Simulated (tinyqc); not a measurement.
# Bulk transistor, scale length and short-channel effects: what changes with what

A gate, an insulator of thickness ti and a depleted layer of depth ts on a conducting body. Below threshold the potential that source and drain add obeys Laplace's equation and vanishes on the gate and at the bottom of the depleted layer. Its lowest mode decays along the channel as exp(-k y); k is the smallest positive root of the matching condition at the interface, and the scale length is Lambda = pi/k.

Parameters, values chosen for the exercise; permittivities: semiconductor close to that of gallium nitride, insulator close to that of hafnium oxide:
```
symbol,value,unit,meaning
T,325,K,temperature
eps_r,9.44,,relative permittivity of the semiconductor
ei,22,,relative permittivity of the insulator
ts,21,nm,depletion depth
L,71,nm,channel length
Vbi,1.03,V,potential of the source
sT,0.36,V,potential of the barrier top at threshold
Vds,0.8,V,drain voltage
```

Constants: q = 1.602176634e-19 C, kB = 1.380649e-23 J/K, Vt = kB T/q. Results are converted to the units shown.

Each table varies one quantity; the others keep the values above.

## Effect of the insulator thickness

k is the smallest positive root of f(k) = eps_r sin(k ti) cos(k ts) + ei cos(k ti) sin(k ts). Along the channel psi(y) = s + a exp(y/l) + b exp(-y/l) with psi(0) = Vbi, psi(L) = Vbi + Vds and l = 1/k = Lambda/pi; with A = Vbi - s, B = A + Vds, x = exp(-L/l): a = (B - A x) x/(1 - x^2), b = (A - B x)/(1 - x^2). The minimum is s + 2 sqrt(a b), at y = (l/2) ln(b/a). The long-channel potential follows the gate as s = sT + (Vg - VTL)/m, and the threshold VT is the gate voltage at which the minimum equals sT. Swing = m Vt ln 10/g at threshold, g = d(minimum)/ds = 1 - (b x + a)/((1 + x) sqrt(a b)). DIBL = [VT(0.05 V) - VT(Vds)]/(Vds - 0.05 V). sT and Vbi are held fixed; m = 1 + eps_r ti/(ei ts) in each row.

Result of one run:

| ti (nm) | Lambda (nm) | L/Lambda | VT - VTL at Vds (mV) | DIBL (mV/V) | swing (mV/decade) |
|---|---|---|---|---|---|
| 1.8 | 21.79 | 3.259 | -12.47 | 5.001 | 67.73 |

What becomes of these results when the insulator thickness ti is changed from 1.8 to 2.4 nm, all else the same?

Result of the changed run:

| ti (nm) | Lambda (nm) | L/Lambda | VT - VTL at Vds (mV) | DIBL (mV/V) | swing (mV/decade) |
|---|---|---|---|---|---|
| 2.4 | 22.06 | 3.218 | -13.47 | 5.401 | 68.59 |

The whole series:

| ti (nm) | Lambda (nm) | L/Lambda | VT - VTL at Vds (mV) | DIBL (mV/V) | swing (mV/decade) |
|---|---|---|---|---|---|
| 1.8 | 21.79 | 3.259 | -12.47 | 5.001 | 67.73 |
| 2.4 | 22.06 | 3.218 | -13.47 | 5.401 | 68.59 |
| 3.1 | 22.40 | 3.169 | -14.75 | 5.918 | 69.60 |
| 4 | 22.87 | 3.104 | -16.64 | 6.678 | 70.92 |
| 5.2 | 23.57 | 3.012 | -19.71 | 7.914 | 72.72 |
| 6.8 | 24.67 | 2.878 | -25.18 | 10.12 | 75.21 |
| 8.8 | 26.38 | 2.692 | -35.22 | 14.17 | 78.54 |

As ti goes from 1.8 to 8.8 nm, Lambda rises from 21.8 to 26.4 nm, DIBL rises from 5.00 to 14.2 mV/V and the swing rises from 67.7 to 78.5 mV a decade. On average Lambda goes as ti^(0.12).

## A higher permittivity at fixed equivalent oxide thickness

Same model as above.

The equivalent oxide thickness 3.9 ti/ei is held at 0.97 nm, so ti = 0.97 ei/3.9 nm.

Results:

| ei | ti (nm) | Lambda (nm) | L/Lambda | DIBL (mV/V) | swing (mV/decade) |
|---|---|---|---|---|---|
| 3.9 | 0.97000 | 23.286 | 3.0490 | 7.5007 | 73.003 |
| 5 | 1.2436 | 23.294 | 3.0480 | 7.5133 | 73.005 |
| 7.5 | 1.8654 | 23.320 | 3.0446 | 7.5542 | 73.012 |
| 10 | 2.4872 | 23.357 | 3.0397 | 7.6134 | 73.022 |
| 15 | 3.7308 | 23.471 | 3.0251 | 7.7947 | 73.054 |
| 20 | 4.9744 | 23.647 | 3.0024 | 8.0830 | 73.104 |
| 35 | 8.7051 | 24.857 | 2.8563 | 10.228 | 73.474 |

Estimate the missing row, ei = 25.

Computed row:

| ei | ti (nm) | Lambda (nm) | L/Lambda | DIBL (mV/V) | swing (mV/decade) |
|---|---|---|---|---|---|
| 25 | 6.2179 | 23.911 | 2.9694 | 8.5240 | 73.180 |

With this row back in the table: As ei goes from 3.9 to 35, Lambda rises from 23.3 to 24.9 nm, DIBL rises from 7.50 to 10.2 mV/V and the swing rises from 73.0 to 73.5 mV a decade. The ratio ei/ti is the same in every row, yet the insulator grows from 0.970 to 8.71 nm, and drain fields reach the channel sideways through it.

Numbers from tinyqc (`OMP_NUM_THREADS=1 python tinyqc.py 2420121 2420122 out.jsonl`; about 0.01 s on one thread of a shared Intel Xeon 2.30GHz).
